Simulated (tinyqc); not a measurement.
On-chip power grid, static voltage drop by conjugate gradients: one step of the calculation.

A grid of 4 rows and 4 columns, node k = 4 row + column. Neighbours in a row are joined by Rx, in a column by Ry; pad nodes, which reach the supply through Rp: 0, 12. Each node draws I0, node 10 draws kh I0. The drops u = Vdd - V solve G u = i, with G the conductance matrix (1/Rp added on the diagonal at pad nodes).

Question. Worst drop, pad currents and power lost. Pad current u/Rp; worst drop as a share of Vdd; power lost in the grid and pads sum_k i_k u_k; power delivered sum_k i_k (Vdd - u_k).

Inputs (values chosen for the exercise): supply voltage Vdd = 1 V; resistance from a pad node to the supply Rp = 0.44 ohm; load current of an ordinary node I0 = 2.1 mA; factor on the load at the hot node kh = 3.

converged u (mV):
```
           col 0      col 1      col 2      col 3
row 0   8.173101  10.763242  12.354018  13.111932
row 1  14.384944  14.751557  15.153033  15.375605
row 2  14.828119  15.340854  16.079934  16.079079
row 3   8.458899  11.163409  12.842078  13.626446
```

Wanted: worst drop; share of Vdd; pad currents; power lost; power delivered.

Answer.

worst drop = 16.080 mV
share of Vdd = 1.6080 %
pad currents (mA): node 0 18.575, node 12 19.225
power lost = 0.51376 mW
power delivered = 37.286 mW

The pad currents add up to the total load, 37.80 mA. The worst drop is at node 10; the hot node is 10.

Computed by the program tinyqc: `OMP_NUM_THREADS=1 python tinyqc.py 2770159 2770160 out.jsonl`, one thread of a shared Intel Xeon 2.30GHz, about 0.1 s for the whole run.
